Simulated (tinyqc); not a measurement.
Ion implantation: universal nuclear stopping, Lindhard-Scharff electronic stopping and a Gaussian range profile: one step, computed by the program tinyqc. Command: `OMP_NUM_THREADS=1 python tinyqc.py 3002255 3002256 out.jsonl implant walk`. One thread of a shared host (Intel(R) Xeon(R) Processor @ 2.30GHz), about 0.06 s of CPU time with the checks.

An ion slows by elastic collisions with screened nuclei and by friction with electrons; channelling is ignored and the target is uniform.

Task: Stopping at the entry energy. Reduced energy eps = 32.53 M2 E/(Z1 Z2 (M1 + M2)(Z1^0.23 + Z2^0.23)), E in keV; s_n = ln(1 + 1.1383 eps)/(2 (eps + 0.01321 eps^0.21226 + 0.19593 eps^0.5)) for eps up to 30 and ln(eps)/(2 eps) above; S_n = 8.462 Z1 Z2 M1 s_n/((M1 + M2)(Z1^0.23 + Z2^0.23)) in 1e-15 eV cm^2. S_e = k 3.83 Z1^(7/6) Z2/(Z1^(2/3) + Z2^(2/3))^(3/2) sqrt(E/M1) in 1e-15 eV cm^2, E in keV. dE/dx = N (S_n + S_e); 1e-15 eV cm^2 = 0.1 eV nm^2.

Inputs (values chosen for the exercise, modelled on silicon ions in germanium):

| quantity | value | unit |
|---|---|---|
| ion atomic number Z1 | 14 | - |
| ion mass M1 | 28 | u |
| target atomic number Z2 | 32 | - |
| target mass M2 | 72.63 | u |
| target density N | 44.2 | 1/nm^3 |
| ion energy E | 27 | keV |
| scale factor of electronic stopping k | 1.2 | - |

Give: reduced energy eps; s_n; S_n; S_e; energy loss dE/dx.

Result:

reduced energy eps = 0.3490

s_n = 0.3519

S_n = 91.56 x 1e-15 eV cm^2

S_e = 49.56 x 1e-15 eV cm^2

energy loss dE/dx = 623.8 eV/nm

Nuclear stopping carries 65 % of the loss at entry.
